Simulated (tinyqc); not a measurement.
What the anneal budget does: two-dimensional dopant profile at a mask edge: lateral junction, overlap and effective channel length. Computed by tinyqc, a small Python program. Command: `OMP_NUM_THREADS=1 python tinyqc.py 3017542 3017543 out.jsonl lateral walk`. One thread of a shared host (Intel(R) Xeon(R) Processor @ 2.30GHz), about 0.01 s of CPU time with the checks.

Ions enter for y < 0; the mask (spacer, then gate) covers y > 0. x is the depth. The surface reflects dopant during the anneal.

Inputs (values chosen for the exercise, modelled on a source-drain extension in silicon):

| quantity | value | unit |
|---|---|---|
| dose Q | 1.6e+14 | 1/cm^2 |
| projected range R_p | 36 | nm |
| vertical straggle | 17 | nm |
| lateral straggle | 14 | nm |
| anneal budget D t | 2.2e-12 | cm^2 |
| channel doping C_B | 2.7e+18 | 1/cm^3 |
| gate length L_g | 220 | nm |
| offset spacer | 19 | nm |

Method:
- Widths s_x^2 = (vertical straggle)^2 + 2 D t, s_y^2 = (lateral straggle)^2 + 2 D t. C(x, y) = V(x) (1/2) erfc(y/(sqrt2 s_y)), V(x) = Q/(sqrt(2 pi) s_x) [exp(-(x - R_p)^2/(2 s_x^2)) + exp(-(x + R_p)^2/(2 s_x^2))]; 1 nm = 1e-7 cm.
- The lateral junction at depth x solves C = C_B: y_j(x) = sqrt2 s_y erfc^-1(2 C_B/V(x)). Overlap under the gate = y_j(0) - spacer; metallurgical channel L_met = L_g - 2 overlap (tails from the two sides are not added).
- x_j solves V(x) = C_B. Budgets are multiples of the given D t (at 0 the mirror term is kept, which overstates V(0) as implanted); those with V(0) not above 2.5 C_B are left out.

Junctions (nm):

| multiple | s_x | s_y | x_j | y_j(0) | y_j/x_j | L_met |
|---|---|---|---|---|---|---|
| 0.0 | 17.000 | 14.000 | 75.01 | 5.833 | 0.07776 | 246.33 |
| 0.1 | 18.248 | 15.492 | 77.30 | 9.486 | 0.12271 | 239.03 |
| 0.3 | 20.518 | 18.111 | 81.37 | 15.097 | 0.18554 | 227.81 |
| 1.0 | 27.000 | 25.219 | 92.25 | 27.369 | 0.29670 | 203.26 |
| 2.0 | 34.191 | 32.802 | 103.27 | 37.595 | 0.36405 | 182.81 |
| 4.0 | 45.266 | 44.227 | 118.69 | 49.536 | 0.41737 | 158.93 |
| 8.0 | 61.717 | 60.959 | 139.71 | 61.954 | 0.44345 | 134.09 |
| 16.0 | 85.610 | 85.065 | 168.14 | 72.263 | 0.42979 | 113.47 |

The ratio y_j/x_j goes from 0.08 to 0.43: as implanted, x_j includes R_p and y_j only the lateral straggle; after long diffusion both scale roughly with sqrt(D t) as long as V(0) stays far above C_B, and the ratio stays below 1 because the edge starts from half the concentration and an erfc falls faster than the Gaussian. L_met shrinks by 132.9 nm over the rows.
